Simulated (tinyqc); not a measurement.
Collinear exchange A + BC -> AB + C on a London-Eyring-Polanyi-Sato surface: saddle, string of images and rate: one step, computed by the program tinyqc.

x = r(AB), y = r(BC), r(AC) = x + y. V is counted from separated atoms, the barrier from A + BC, that is V + D(BC).

Question. One point of the surface. For each pair, with u = exp(-beta (r - r0)): Q = D [(3 + S) u^2 - (2 + 6 S) u]/(4 (1 + S)), J = D [(1 + 3 S) u^2 - (6 + 2 S) u]/(4 (1 + S)); V = Q1 + Q2 + Q3 - sqrt(((J1 - J2)^2 + (J2 - J3)^2 + (J3 - J1)^2)/2). Take x = r0(AB) + 0.3 and y = r0(BC) + 0.1 angstrom.

Inputs (values chosen for the exercise, for a model exchange): D(AB) = 4.78 eV; r0(AB) = 1.1 angstrom; beta(AB) = 1.58 1/angstrom; D(BC) = 3.65 eV; r0(BC) = 1.09 angstrom; beta(BC) = 1.74 1/angstrom; D(AC) = 3.77 eV; r0(AC) = 1.55 angstrom; beta(AC) = 1.88 1/angstrom; Sato parameter S = 0.055.

Give: the table «Pair terms» with the columns u, Q (eV), J (eV), for pair = AB, BC, AC; V.

Answer.

Pair terms:
```
pair        u    Q (eV)   J (eV)
AB    0.62251  -0.30196  -3.7969
BC    0.84030   0.17233  -3.7292
AC    0.14154  -0.23994  -0.7517
```

V = -3.3815 eV
